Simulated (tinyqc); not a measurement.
## Bulk resistivity and mean free path from two films

Inverse problem. In the thick-film limit single-crystal films obey rho = rho0 (1 + 3 (1 - ps) lam/(8 d)). Find rho0, lam and the product rho0 lam.

Parameters, values chosen for the exercise: specular share of surface scattering ps = 0.

rho at d = 47 and 130 nm (uohm cm): [3.0935000, 2.8358808]

Solution. rho is a straight line in 1/d: the intercept is rho0 and the slope (3/8)(1 - ps) rho0 lam. Without ps only the product (1 - ps) lam could be found.

rho0 = 2.69 uohm cm
lam = 18.8 nm
rho0 lam = 50.6 uohm cm nm

tinyqc, about 0.01 s, one thread, Intel Xeon 2.30GHz (shared host): `OMP_NUM_THREADS=1 python tinyqc.py 2100073 2100074 out.jsonl`
